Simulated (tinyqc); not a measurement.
Core-shell quantum dot (spherical envelope functions): sweeps and comparisons. A value that a table varies takes the place of the one given here.

Parabolic bands; strain and other valleys are left out. s states, u = r psi, hard wall at R + H, c = hbar^2/2m0, energies from the band edges of the core. Core: u = sin(k1 r)/k1, k1 = sqrt(m1 E/c). At R, psi and psi'/m are continuous, so u is continuous and its slope in the shell is s = u/R + (m2/m1)(u' - u/R). Shell: u(R + x) = u(R) cos(k2 x) + s sin(k2 x)/k2, k2 = sqrt(m2 (E - V)/c); for negative arguments the functions turn into sinh and cosh. A level has u(R + H) = 0.

Overlap = (integral of u_e u_h)^2 with normalised u. Coulomb integrals J_ab = (q/eps) double integral of u_a(r)^2 u_b(s)^2/max(r, s), q = e^2/(4 pi eps0), one eps everywhere. Exciton E = Eg + E_e + E_h - J_eh; first-order biexciton shift J_ee + J_hh - 2 J_eh (positive: repulsive).

Constants: hbar^2/2m0 = 3.80998211 eV angstrom^2; e^2/(4 pi eps0) = 14.39964547 eV angstrom; hc = 1239.841984 eV nm.

Values chosen for the exercise (near those of a CdTe/CdSe core-shell dot; shifted at random, so the results belong to these values and not to a real crystal):
- R = 28 angstrom (core radius)
- Vc = -0.293 eV (conduction edge of the shell above that of the core)
- Vv = 0.533 eV (hole barrier of the shell)
- me1 = 0.097 m0 (electron, core)
- me2 = 0.13 m0 (electron, shell)
- mh1 = 0.342 m0 (hole, core)
- mh2 = 0.429 m0 (hole, shell)
- Eg = 1.514 eV (gap of the core)
- eps = 7.2 (dielectric constant)
- Hs = (4, 6, 15, 17, 32, 42, 61) angstrom (shell thicknesses)
- H = 27 angstrom (shell thickness)

## Growing the shell

All quantities anew for each H.

Results:

| H (angstrom) | E_e (eV) | E_h (eV) | electron in core | overlap | J_eh (meV) | E (eV) | biexciton shift (meV) |
|---|---|---|---|---|---|---|---|
| 4 | 0.3394 | 0.1077 | 0.978 | 0.994 | 109.1 | 1.852 | 0.2 |
| 6 | 0.2788 | 0.1024 | 0.939 | 0.973 | 102.9 | 1.792 | 1.1 |
| 15 | 0.0700 | 0.0986 | 0.589 | 0.657 | 81.4 | 1.601 | 14.3 |
| 17 | 0.0343 | 0.0986 | 0.506 | 0.571 | 77.3 | 1.570 | 18.3 |
| 32 | -0.1349 | 0.0986 | 0.153 | 0.184 | 57.2 | 1.420 | 40.6 |
| 42 | -0.1873 | 0.0986 | 0.079 | 0.097 | 49.7 | 1.376 | 49.1 |
| 61 | -0.2355 | 0.0986 | 0.030 | 0.037 | 40.6 | 1.337 | 59.3 |

The line moves by -516 meV: the electron gives -575, the hole -9 and the weaker attraction +68 meV. Over the last step E_e moves by -48.2 meV and E_h by 0.0 meV; the electron level lies above the shell edge Vc, so at this thickness it still spreads with the shell; whether a thicker shell brings it below Vc depends on whether the core binds a level at all. The overlap goes from 0.994 to 0.037, which scales the radiative lifetime by 26.7 if the rate is proportional to it. Up to H = 6 angstrom E_e exceeds 0.15 Eg, where a parabolic band overstates it.

## What each parameter does

All quantities anew. Each row changes one parameter from the base and keeps the others.

Results:

| case | E (eV) | overlap | electron in core | biexciton shift (meV) |
|---|---|---|---|---|
| base | 1.456 | 0.265 | 0.224 | 34.8 |
| R = 25 angstrom | 1.472 | 0.276 | 0.210 | 38.0 |
| H = 32 angstrom | 1.420 | 0.184 | 0.153 | 40.6 |
| Vc = -0.193 eV | 1.526 | 0.347 | 0.295 | 29.9 |
| Vv = 0.4 eV | 1.451 | 0.302 | 0.224 | 32.1 |
| me2 = 0.163 m0 | 1.430 | 0.229 | 0.191 | 37.0 |
| mh1 = 0.274 m0 | 1.470 | 0.293 | 0.224 | 31.2 |
| eps = 8.3 | 1.464 | 0.265 | 0.224 | 30.2 |

The largest shifts from the base row, up to three for each result and ties (the steps differ in size, so this ranks the rows, not the parameters). E (eV): Vc +0.071, H -0.035, me2 -0.026. overlap: Vc +0.082, H -0.081, Vv +0.037; unchanged at the printed digits by eps. electron in core: Vc +0.071, H -0.071, me2 -0.033; unchanged at the printed digits by Vv, mh1 and eps. biexciton shift (meV): H +5.8, Vc -4.9, eps -4.6.

Computed by tinyqc, a small Python program: `OMP_NUM_THREADS=1 python tinyqc.py 1280265 1280266 out.jsonl` (the numbers bound the seed that draws the inputs); one thread of a shared host (Intel(R) Xeon(R) Processor @ 2.30GHz), about 0.07 s for the whole set of steps.
